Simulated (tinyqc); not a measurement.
Worked calculation: Hubbard chain of 5 sites. Computed by tinyqc, a small Python program that keeps every step. Settings: hopping = 1.61, U = 6.0, mixing = 1, iteration cap = 56. Command: `OMP_NUM_THREADS=1 python tinyqc.py 27947 27948 out.jsonl` (the two numbers bound the seeds that draw the settings). One thread of a shared host (Intel(R) Xeon(R) Processor @ 2.60GHz), about 0.2 s of CPU time with the checks. Later iterations appear only in the table of the cycle.

## Mean-field iteration 1

one-body matrix (hopping and site energies) (eV), order 1, 2, 3, 4, 5:
```
[[-0.6200, -1.6100, 0.0000, 0.0000, 0.0000],
 [-1.6100, 0.6300, -1.6100, 0.0000, 0.0000],
 [0.0000, -1.6100, 0.6400, -1.6100, 0.0000],
 [0.0000, 0.0000, -1.6100, -0.6600, -1.6100],
 [0.0000, 0.0000, 0.0000, -1.6100, -0.9200]]
```

U = 6.0000 eV

electrons, up and down: [1, 1]

mixing = 1

n(up) at the start (a guess, not normalised): [0.2000, 0.2000, 0.2000, 0.2000, 0.2000]

n(down) at the start (a guess): [0.2000, 0.2000, 0.2000, 0.2000, 0.2000]

H(up) = T + U n(down), H(down) = T + U n(up); fill the lowest levels; n(new) = n + mixing (n(out) - n); E = tr T (rho up + rho down) + U sum n_up n_down of the output.

levels, up (eV): [-1.7533, -0.7258, 0.8921, 2.4277, 4.2293]

levels, down (eV): [-1.7533, -0.7258, 0.8921, 2.4277, 4.2293]

energy = -4.0694 eV

n(up) after iteration 1: [0.0355, 0.0745, 0.1757, 0.4390, 0.2753]

n(down) after iteration 1: [0.0355, 0.0745, 0.1757, 0.4390, 0.2753]

## Mean-field iteration 2

As before.

levels, up (eV): [-1.7999, -0.7241, 0.7233, 2.5764, 4.2943]

levels, down (eV): [-1.7999, -0.7241, 0.7233, 2.5764, 4.2943]

energy = -2.6162 eV

n(up) after iteration 2: [0.4567, 0.3418, 0.1361, 0.0466, 0.0189]

n(down) after iteration 2: [0.4567, 0.3418, 0.1361, 0.0466, 0.0189]

## Convergence

Each step fills the lowest levels of T + U n(other spin) and sets n(new) = n + mixing (n(out) - n); stop when output and input agree to 1e-8.

Course of the cycle:
```
iteration     E (eV)  largest |n(out) - n(in)|  mean |n_up - n_down|
1          -4.069393                  2.39e-01                0.0000
2          -2.616163                  4.21e-01                0.0000
3          -3.324832                  4.55e-01                0.0000
4          -2.388959                  4.56e-01                0.0000
5          -3.266060                  4.62e-01                0.0000
6          -2.400573                  4.62e-01                0.0000
7          -3.260425                  4.62e-01                0.0000
8          -2.402996                  4.62e-01                0.0000
9          -3.259705                  4.62e-01                0.0000
10         -2.403398                  4.62e-01                0.0000
11         -3.259603                  4.62e-01                0.0000
...              ...                       ...                   ...
46         -2.403473                  4.62e-01                0.0000
47         -3.259585                  4.62e-01                0.0000
48         -2.403473                  4.62e-01                0.0000
49         -3.259585                  4.62e-01                0.0000
50         -2.403473                  4.62e-01                0.0000
51         -3.259585                  4.62e-01                0.0000
52         -2.403473                  4.62e-01                0.0000
53         -3.259585                  4.62e-01                0.0000
54         -2.403473                  4.62e-01                0.0000
55         -3.259585                  4.62e-01                0.0000
56         -2.403473                  4.62e-01                0.0000
```

Not converged within 56 iterations: the residual has stopped falling: the iteration swings between two states. The lowest mean-field energy found from random starts is -4.94691 eV. Reruns (cap 100 unless said): mixing 0.2: converged in 46 to a higher stationary point (E = -4.46230); mixing 0.5: not converged; mixing 0.9: not converged; the original settings with a cap of 400: not converged.

## Exact diagonalisation (25 states)

Lowest levels of the sector, and the double occupancy of the lowest state.

lowest levels (eV): [-5.1592, -4.8791, -4.0059, -3.2613, -2.8667, -2.2337]

double occupancy per site = 0.0077

## The lowest level by Lanczos steps

From a random start vector (not printed): a_j = <q_j|H|q_j>, b_j = norm of the remainder after orthogonalising; the Ritz value is the lowest eigenvalue of the tridiagonal matrix of a and b so far.

Lanczos:
```
j   a_j (eV)  b_j (eV)  lowest Ritz value (eV)
1    -1.2404    4.4129               -1.240430
2     1.7262    3.4603               -4.412617
3     2.8715    2.9922               -4.990148
4     2.7303    3.2673               -5.089589
5     1.0161    2.6916               -5.122990
6     1.4315    3.4476               -5.133309
7    -0.1651    2.6510               -5.142542
8     1.9544    3.0511               -5.148018
9     0.6923    3.4004               -5.151023
10    2.1032    4.9214               -5.153202
```
